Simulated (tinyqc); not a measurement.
Exponent and activation energy from three stresses.

Problem. Oxide breakdown follows t63 = a V^(-n) exp(Ea q/(kB T)). Find n, Ea and the E-model slope gamma = n/E (cm/MV) at the higher voltage, E = V/tox.

Values chosen for this exercise: oxide thickness tox = 1.4 nm.

Constants: q = 1.602176634e-19 C, kB = 1.380649e-23 J/K. Results are converted to the units shown.

t63 at (1.85 V, 423 K), (2.45 V, 423 K) and (2.45 V, 448 K) (s): [29486.107, 1.8231070, 0.80990494]

Solution. The two voltages give n and the two temperatures Ea.

n = 34.50
Ea = 0.5300 eV
gamma = 1.971 cm/MV

Numbers from tinyqc (`OMP_NUM_THREADS=1 python tinyqc.py 2070007 2070008 out.jsonl`; about 0.01 s on one thread of a shared Intel Xeon 2.30GHz).
